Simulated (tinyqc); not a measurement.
Inside a calculation: Gamma, L and X subbands of a thin body with non-parabolic valleys. Values are carried at full precision from step to step, so a last printed digit may differ when a step is redone from the rounded ones.

Hard walls, flat band, c = hbar^2/2m0, energies from the bulk Gamma edge. For a valley at angle theta to the normal 1/m_z = cos^2/ml + sin^2/mt and m_d = sqrt(ml mt^2/m_z). Subband n starts at E_v + e with e (1 + a e) = c (n pi/t)^2/m_z, and its density-of-states mass is taken as m_d (1 + 2 a e), without further growth at higher in-plane energy. Groups are named by valley and degeneracy.

Constants: hbar^2/2m0 = 3.80998211 eV angstrom^2; kB = 8.617333262e-05 eV/K.

Parameters, chosen for this exercise (near those of a thin GaSb channel; not measured data):
- face = 100 (surface)
- mG = 0.0383 m0 (Gamma mass)
- aG = 1.14 1/eV (Gamma non-parabolicity)
- EL = 0.049 eV (L edge above Gamma)
- mL = (1.318, 0.1) m0 (L valleys (four, along <111>): ml, mt)
- EX = 0.344 eV (X edge above Gamma)
- mX = (1.558, 0.215) m0 (X valleys (three, along <100>): ml, mt)
- aS = 0.45 1/eV (non-parabolicity of L and X)
- t = 54 angstrom (body thickness)
- Ns = 4.4 x 1e12/cm^2 (sheet density)
- T = 300 K (temperature)
- eot = 7 angstrom (equivalent oxide thickness)

## Valley groups

List degeneracy, edge, m_z, m_d and a.

Groups:
```
group  g  E_v (eV)     m_z     m_d  a (1/eV)
G1     1     0.000  0.0383  0.0383      1.14
L4     4     0.049  0.1445  0.3020      0.45
X1     1     0.344  1.5580  0.2150      0.45
X2     2     0.344  0.2150  0.5788      0.45
```

## Subband edges

n = 1 to 8 for each group; list the ten lowest.

Subbands:
```
subband  g  E (eV)  DOS mass
L4 n=1   4  0.1349    0.3253
G1 n=1   1  0.2598    0.0610
X1 n=1   1  0.3522    0.2166
L4 n=2   4  0.3619    0.3870
X1 n=2   1  0.3766    0.2213
X2 n=1   2  0.4024    0.6092
X1 n=3   1  0.4161    0.2290
X1 n=4   1  0.4694    0.2393
X1 n=5   1  0.5346    0.2519
X2 n=2   2  0.5624    0.6926
```

The lowest subband is L4 n=1, 125 meV below G1 n=1; in the bulk the lowest valley is Gamma.

## Filling and quantum capacitance

n_i = g m/(2 pi c) kB T ln(1 + exp((EF - E_i)/kB T)), sum n_i = Ns (1e12/cm^2 = 1e-4/angstrom^2), c = hbar^2/2m0. Quantum capacitance Cq = 1602.176634 sum g m/(2 pi c) f_i in microfarad/cm^2 with f_i = 1/(1 + exp((E_i - EF)/kB T)); Cox = 34.5313/eot (one gate); C/Cox = Cq/(Cq + Cox), the centroid term left out.

Over the ten listed subbands, named by valley (G, L, X), degeneracy and number.

EF = 0.1090 eV

n_i in the order of the list (1e12/cm^2): 4.397  0.002  0.000  0.001  0.000  0.000  0.000  0.000  0.000  0.000

Cq = 23.42 microfarad/cm^2
Cox = 4.933 microfarad/cm^2
C/Cox = 0.826

EF lies 26 meV below the lowest edge; Gamma holds 0 % of the electrons. EF lies below the edge, so Cq is near e^2 Ns/kB T, set by Ns more than by the density of states; 17 % of the gate capacitance is lost.

## Checks

- Cq against the slope dNs/dEF by finite differences, microfarad/cm^2: both 23.42.

Program tinyqc; command `OMP_NUM_THREADS=1 python tinyqc.py 1250893 1250894 out.jsonl`; about 0.02 s on one thread of a shared Intel(R) Xeon(R) Processor @ 2.30GHz.
